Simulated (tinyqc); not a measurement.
Threshold-voltage variability of a planar MOSFET, analytic estimates: two steps of the calculation.

Three independent sources add in quadrature: random dopants in the depleted layer, metal-gate grains of two orientations, and roughness of the two gate edges acting through the roll-off VT = VT(long) - Vr exp(-L/l). These are first-order estimates: no three-dimensional electrostatics, no percolation.

Values chosen for this exercise; material values close to those of silicon:
- T = 300 K (temperature)
- L = 45 nm (gate length)
- W = 160 nm (gate width)
- G = 4 nm (metal grain size)
- dW = 0.15 eV (work-function difference of the two grain orientations)
- p = 0.5 (share of the orientation of higher work function)
- De = 1.2 nm (rms roughness of one gate edge)
- La = 30 nm (correlation length of the roughness)
- l = 8.5 nm (decay length of the threshold roll-off)
- Vr = 1.4 V (prefactor of the roll-off)
- n = 1.11 (subthreshold factor)
- gI = 25 1/V (gm/I of a matched pair)
- sb = 2.8 % (spread of the gain factor of one device)

Constants: q = 1.602176634e-19 C, kB = 1.380649e-23 J/K, Vt = kB T/q. Results are converted to the units shown.

Question 1. Metal grains and edge roughness. Grains: Ng = L W/G^2 (at least 1), s2 = dW sqrt(p (1 - p)/Ng). Edges, with exponential correlation and u = W/La: the mean gate length has sL^2 = 2 De^2 (2/u)[1 - (1 - exp(-u))/u]; s3 = sL (Vr/l) exp(-L/l).

Find: Ng; s2; sL; dVT/dL; s3.

Answer 1.

Ng = 450.0
s2 = 3.536 mV
sL = 0.9373 nm
dVT/dL = 0.8270 mV/nm
s3 = 0.7751 mV

Question 2. Total spread, mismatch and leakage. s = sqrt(s1^2 + s2^2 + s3^2). For a pair: s(dVT) = sqrt(2) s; current mismatch sqrt(2) sqrt((gI s)^2 + sb^2); input offset = current mismatch/gI. For a Gaussian VT the off current is log-normal with mean/median = exp(s^2/(2 (n Vt)^2)).

s1 = 6.9482194 mV
s2 = 3.5355339 mV
s3 = 0.77511901 mV

Find: s; s(dVT); current mismatch; input offset; mean/median of Ioff.

Answer 2.

s = 7.8344 mV
s(dVT) = 11.080 mV
current mismatch = 27.981 %
input offset = 11.192 mV
mean/median of Ioff = 1.0380

Numbers from tinyqc (`OMP_NUM_THREADS=1 python tinyqc.py 2090061 2090062 out.jsonl`; about 0.01 s on one thread of a shared Intel Xeon 2.30GHz).
